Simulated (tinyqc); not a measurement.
Recursion (Haydock) method for the local density of states: bulk site of a square lattice: one step. Moments from the coefficients. Two cases, with inputs chosen for the exercise.

Problem. For a1 = a2 = 0: mu1 = a0, mu2 = a0^2 + b1^2, mu3 = a0^3 + 2 a0 b1^2, mu4 = a0^4 + 3 a0^2 b1^2 + b1^4 + b1^2 b2^2.

One orbital a site at energy 0, hopping -t to the 4 nearest neighbours of a square lattice; the start u0 is a site in the bulk, with energy V. Recursion: a_n = <u_n|H|u_n>, b_(n+1) u_(n+1) = (H - a_n) u_n - b_n u_(n-1), b > 0. G(z) = 1/(z - a0 - b1^2/(z - a1 - b2^2/(...))), z = E + i eta. After n levels the tail is b_n^2 T with the square-root terminator T = (z - sqrt(z - 2b) sqrt(z + 2b))/(2 b^2), b = 2t so that the band edges lie at -/+ 4t.

Case 1.

Coefficients:
```
n  a_n (eV)  b_(n+1) (eV)  b_(n+1)^2/t^2
0  0.000000     2.6600000       4.000000
1  0.000000     2.9739704       5.000000
2  0.000000     2.5926473       3.800000
3  0.000000     2.7596340       4.305263
4  0.000000     2.6173413       3.872732
5  0.000000     2.7156781       4.169205
```

Case 2.

Coefficients:
```
n  a_n (eV)  b_(n+1) (eV)  b_(n+1)^2/t^2
0  0.000000     1.8200000       4.000000
1  0.000000     2.0348219       5.000000
2  0.000000     1.7739166       3.800000
3  0.000000     1.8881707       4.305263
```

Give: mu1 to mu4 (eV^n).

Solution.

Case 1.

mu1 to mu4 (eV^n): [0.000, 7.076, 0.000, 112.644]

Case 2.

mu1 to mu4 (eV^n): [0.000, 3.312, 0.000, 24.687]

mu4/t^4 = 36 is the number of closed walks of four steps.

Computed by tinyqc, one run a case: `OMP_NUM_THREADS=1 python tinyqc.py N N+1 out.jsonl` with N = 1450842, 1452618; one thread of a shared Intel(R) Xeon(R) Processor @ 2.30GHz, about 0.01 s a run at most.
